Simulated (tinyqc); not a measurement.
Where the gap correction goes: band offset from the macroscopic average of a supercell potential.

dEv = Ev(A) - Ev(B) = Ev1 - (dV + Ev2); dEc = Ec(B) - Ec(A) = Eg2 - Eg1 - dEv. The correction of a gap, c = Eg[1] - Eg[0], lowers the valence top by fv c and leaves dV, a ground-state quantity, as it is. Type I: dEv and dEc of one sign; II: opposite signs; III: no overlap of the gaps.

Parameters, chosen for this exercise (gaps near those of InAs and GaSb; shifted at random, so the results belong to these values and not to a real crystal):
- Ev1 = 5.14 eV (valence top of bulk A above its mean potential)
- Eg1 = (0.05, 0.41) eV (gap of A: semi-local value, corrected value)
- Ev2 = 0.61 eV (valence top of bulk B above its mean potential)
- Eg2 = (0.1, 0.8) eV (gap of B: semi-local value, corrected value)

dV = B - A = 5.2399 eV

fv1 and fv2 are varied.

Offsets (eV):

| fv1 | fv2 | dEv | dEc |
|---|---|---|---|
| 0.0 | 0.0 | -0.710 | 1.100 |
| 0.5 | 0.5 | -0.540 | 0.930 |
| 1.0 | 1.0 | -0.370 | 0.760 |
| 0.0 | 1.0 | -0.010 | 0.400 |
| 1.0 | 0.0 | -1.070 | 1.460 |
| 0.3 | 0.7 | -0.328 | 0.718 |

dEv + dEc = 0.390 eV in every row, but dEv alone spans 1.06 eV, the sum of the two corrections. A scissor on the conduction bands alone (first row) keeps the semi-local dEv; with equal shares fv the shift is fv times the difference of the corrections, +0.34 eV, against their sum of 1.06 eV: with like shares the error cancels only in part.

Program tinyqc; command `OMP_NUM_THREADS=1 python tinyqc.py 1881154 1881155 out.jsonl`; about 0.01 s on one thread of a shared Intel(R) Xeon(R) Processor @ 2.30GHz.
